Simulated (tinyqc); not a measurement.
Global model of a low-pressure process discharge: electron temperature, density, ion flux and ion energy: one step, computed by the program tinyqc.

Maxwellian electrons with temperature T_e in eV, one positive ion, no negative ions, uniform bulk density n; rate constants have the Arrhenius form.

Task: Geometry factors. n_g = p/(k_B T_g); lambda_i = 1/(n_g sigma); h_L = 0.86/sqrt(3 + L/(2 lambda_i)), h_R = 0.8/sqrt(4 + R/lambda_i); A_eff = 2 pi R^2 h_L + 2 pi R L h_R; d_eff = pi R^2 L/A_eff.

Inputs (values chosen for the exercise, of the order of those of an inductive discharge in a simple atomic gas):
```
quantity                     value  unit
ion-neutral cross section  8.4e-19   m^2
pressure p                    0.37    Pa
gas temperature T_g            300     K
radius R                        10    cm
height L                        18    cm
```

Constants: k_B = 1.380649e-23 J/K.

Give: gas density n_g; ion mean free path; h_L; h_R; A_eff; d_eff.

Result:

gas density n_g = 8.9330e+19 1/m^3

ion mean free path = 1.3327 cm

h_L = 0.27537

h_R = 0.23587

A_eff = 439.78 cm^2

d_eff = 12.858 cm
